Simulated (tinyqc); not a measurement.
Levels against anisotropy: donor in an ellipsoidal valley (Kohn-Luttinger variational method). Computed by tinyqc, a small Python program. Command: `OMP_NUM_THREADS=1 python tinyqc.py 3018016 3018017 out.jsonl kohnlutt walk`. One thread of a shared host (Intel(R) Xeon(R) Processor @ 2.30GHz), about 0.03 s of CPU time with the checks.

H = -(d^2/dx^2 + d^2/dy^2) - gamma d^2/dz^2 - 2/r in units built on m_t, with gamma = m_t/m_l and z along the valley axis. One valley; no valley-orbit or central-cell term.

Inputs (values chosen for the exercise, for a model semiconductor): transverse mass m_t = 0.0544 m_0; longitudinal mass m_l = 1.06 m_0; dielectric constant eps = 14.5.

Constants: Ry = 13.605693123 eV; a_0 = 0.529177210903 angstrom.

Method:
- Ry* = Ry m_t/eps^2, a* = a_0 eps/m_t, gamma = m_t/m_l.
- Trial function exp(-sqrt((x^2 + y^2)/a^2 + z^2/b^2)) with beta = b/a < 1: E = t/a^2 - u/a, t = (2 + gamma/beta^2)/3, u = 2 arcsin(sqrt(1 - beta^2))/sqrt(1 - beta^2); the best a is 2 t/u and E(beta) = -u^2/(4 t).
- The trial energy is minimised over beta by golden section from 0.05 to 0.999, 60 steps.
- Gaussian basis: g = P exp(-al (x^2 + y^2) - be z^2) with P = 1 (s-like), z (2p0) or x (2p+-); al = 0.004 x 2.6^k, k = 0..11, and be/al = 1, gamma^(-1/2) or 1/gamma (36 functions); 1/r = (2/sqrt(pi)) int exp(-t^2 r^2) dt by 48 Gauss-Legendre points after t = sqrt(al_i + al_j) tan(theta); overlap eigenvalues below 1e-10 are dropped.

gamma = 0.0513208

Binding energies (Ry*):

| gamma | 1s, trial | 1s, Gaussians | 2p0 | 2p+- |
|---|---|---|---|---|
| 0.013 | 2.5289 | 2.5571 | 1.5247 | 0.39808 |
| 0.026 | 2.3125 | 2.3316 | 1.2633 | 0.38450 |
| 0.051 | 2.0827 | 2.0941 | 1.0171 | 0.36786 |
| 0.077 | 1.9347 | 1.9424 | 0.8755 | 0.35586 |
| 0.140 | 1.7135 | 1.7173 | 0.6874 | 0.33588 |
| 0.380 | 1.3410 | 1.3416 | 0.4289 | 0.29578 |
| 0.740 | 1.1024 | 1.1024 | 0.2983 | 0.26483 |

What follows from these numbers?

As gamma falls from 0.74 to 0.013, 1s deepens from 1.102 to 2.557 Ry*, on the way from the hydrogen value 1 to the two-dimensional limit 4; 2p+- moves from 0.265 to 0.398 (limits 1/4 and 4/9), while 2p0 climbs from 0.298 to 1.525 and joins 1s as gamma tends to 0.

Extremes, crossings and ranges named in words are read from the listed rows.
